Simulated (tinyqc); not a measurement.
# Short-channel transistor, virtual-source model with series resistance: transfer curves at low and high drain voltage

The current per gate width is the charge at the top of the source barrier (the virtual source) times its velocity times a saturation function; al and be are fitting constants of the model. Units: I in uA/um, Rs in ohm um, so I Rs = 1e-6 I Rs in volts; Q in uC/cm^2, so I = 1e-4 Q vx0 Fsat with vx0 in cm/s.

Intrinsic voltages Vg' = Vgs - I Rs, Vd' = Vds - 2 I Rs. n = n0 + nd Vd', VT = VT0 - dl Vd', Ff = 1/(1 + exp((Vg' - VT + al Vt/2)/(al Vt))), Q = Cinv n Vt ln(1 + exp((Vg' - VT + al Vt Ff)/(n Vt))), Vdsat = (vx0 L/mu)(1 - Ff) + Vt Ff, Fsat = u/(1 + u^be)^(1/be) with u = Vd'/Vdsat, and I = Q vx0 Fsat per width. I is solved self-consistently. Columns for Vds = 0.05 V and 0.7 V; gm = dI/dVgs at 0.7 V.

Inputs (values chosen for the exercise):
```
symbol,value,unit,meaning
T,300,K,temperature
Cinv,3.11,uF/cm^2,inversion capacitance
vx0,1.48e7,cm/s,velocity at the virtual source
mu,570,cm^2/(V s),apparent mobility
L,90,nm,channel length
VT0,0.43,V,threshold at zero drain voltage
dl,0.125,V/V,drain-induced barrier lowering
n0,1.11,,subthreshold factor
nd,0.1,1/V,growth of n with drain voltage
al,3.5,,threshold shift (in units of Vt) from weak to strong inversion
be,1.8,,sharpness of saturation
Rs,90,ohm um,series resistance of each contact
```

Constants: q = 1.602176634e-19 C, kB = 1.380649e-23 J/K, Vt = kB T/q. Results are converted to the units shown.

Transfer curves at low and high drain voltage:
```
Vgs (V)  I, low Vds (uA/um)  I, high Vds (uA/um)  gm (uS/um)
0                  0.001010              0.03250       1.028
0.09                0.02020               0.5237       15.66
0.17                 0.2477                5.102       135.8
0.26                  2.902                41.75       811.4
0.35                  18.45                163.0        1836
0.44                  53.23                355.3        2352
0.52                  84.18                551.4        2523
0.61                  112.6                782.1        2589
0.7                   135.6                 1015        2586
```

At Vds = 0.7 V the current spans 4.5 decades, from 0.0325 to 1020 uA/um. Between the first two rows the swing is 74.6 mV a decade, against n Vt ln 10 = 70.2. At Vgs = 0 the higher drain voltage raises the current by a factor of 32.2, at Vgs = 0.7 V by 7.49. The transconductance rises from 1.03 to 2590 uS/um; Cinv vx0, its value in strong inversion and saturation without series resistance, is 4600 uS/um.

Program tinyqc, `OMP_NUM_THREADS=1 python tinyqc.py 2380086 2380087 out.jsonl`; Intel Xeon 2.30GHz, shared host, one thread, about 0.01 s.
